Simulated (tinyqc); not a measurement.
# Polycrystalline film, grain-boundary barriers (Seto model), step by step

Program tinyqc, `OMP_NUM_THREADS=1 python tinyqc.py 2610113 2610114 out.jsonl`; Intel Xeon 2.30GHz, shared host, one thread, about 0.01 s. Printed values are rounded.

One-dimensional grains of size Lg with donors N; each boundary has Qt acceptor-like traps per area at one level Et below the band edge. Trapped electrons qt deplete a width w = qt/N (both sides together) and raise a barrier Vb = q N w^2/(8 eps0 eps_r). Current crosses the barriers by thermionic emission at small bias. Abrupt depletion, full ionisation, Boltzmann statistics.

Inputs (values chosen for the exercise); values close to those of polycrystalline silicon:
- T = 293 K (temperature)
- eps_r = 11.7 (relative permittivity of the semiconductor)
- Lg = 120 nm (grain size)
- Qt = 2.4e12 cm^-2 (trap density at a boundary)
- N = 1.2e17 cm^-3 (donor density)
- mg = 170 cm^2/(V s) (mobility inside a grain)
- vc = 4.5e6 cm/s (collection velocity at the barrier)
- Nc = 2.7e19 cm^-3 (conduction-band density of states at T)
- Et = 0.48 eV (trap level below the band edge)

Constants: q = 1.602176634e-19 C, kB = 1.380649e-23 J/K, Vt = kB T/q, eps0 = 8.8541878128e-14 F/cm where lengths are in cm. Results are converted to the units shown.

## Critical doping and limits of the barrier

N* = Qt/Lg; fully depleted grains have Vb = q N Lg^2/(8 eps0 eps_r), filled traps Vb = q Qt^2/(8 eps0 eps_r N); the true barrier cannot exceed the smaller.

N* = 2e17 cm^-3
Vb, fully depleted = 0.334064 V
Vb, traps filled = 0.927955 V

## Iteration 1: trapped charge

qt at the start = 1.3e12 cm^-2

w = qt/N, Vb = q N w^2/(8 eps0 eps_r), out = Qt/(1 + 2 (Nc/N) exp((Vb - Et)/Vt)); qt(new) = qt + 0.12 (out - qt).

w = 108.333 nm
Vb = 0.272265 V
out = 2.14240e12 cm^-2
qt after iteration 1 = 1.40109e12 cm^-2

## Iteration 2: trapped charge

As before.

w = 116.757 nm
Vb = 0.316254 V
out = 1.42302e12 cm^-2
qt after iteration 2 = 1.40372e12 cm^-2

## Course of the iteration: trapped charge

Stop when qt changes by less than 10000 cm^-2, or after 60 iterations.

Course of the iteration:
```
iteration  qt (cm^-2)  |change| (cm^-2)
1          1.40109e12           1.01e11
2          1.40372e12            2.63e9
3          1.40275e12            9.72e8
4          1.40311e12            3.63e8
5          1.40298e12            1.35e8
6          1.40303e12            5.02e7
7          1.40301e12            1.87e7
8          1.40301e12            6.96e6
9          1.40301e12            2.59e6
10         1.40301e12            9.64e5
11         1.40301e12            3.59e5
12         1.40301e12            1.33e5
13         1.40301e12            4.97e4
14         1.40301e12            1.85e4
15         1.40301e12              6880
```

Converged in 15 iterations. At the end each change is about 0.37 times the one before, with alternating sign: linear convergence.

## Barrier, resistivity and effective mobility

Partly depleted grains: the density at the grain centre is n0 = N and qt = Qt/(1 + 2 (Nc/N) exp((Vb - Et)/Vt)). If that gives qt >= N Lg, the grains are fully depleted: qt = N Lg, w = Lg and n0 = 2 Nc exp((Vb - Et)/Vt)/(Qt/(N Lg) - 1). Resistivity: barriers rb = Vt exp(Vb/Vt)/(q n0 vc Lg), grain interior rg = (1 - w/Lg)/(q mg N); effective mobility 1/(q N (rb + rg)).

qt = 1.40301e12 cm^-2
w = 116.918 nm
Vb = 0.317123 V
n0 = 1.2e17 cm^-3
rb = 6928.87 ohm cm
rg = 0.00785872 ohm cm
effective mobility = 0.00750663 cm^2/(V s)

The grains are partly depleted, 58.5 % of the traps are filled and the barriers give 100 % of the resistivity.
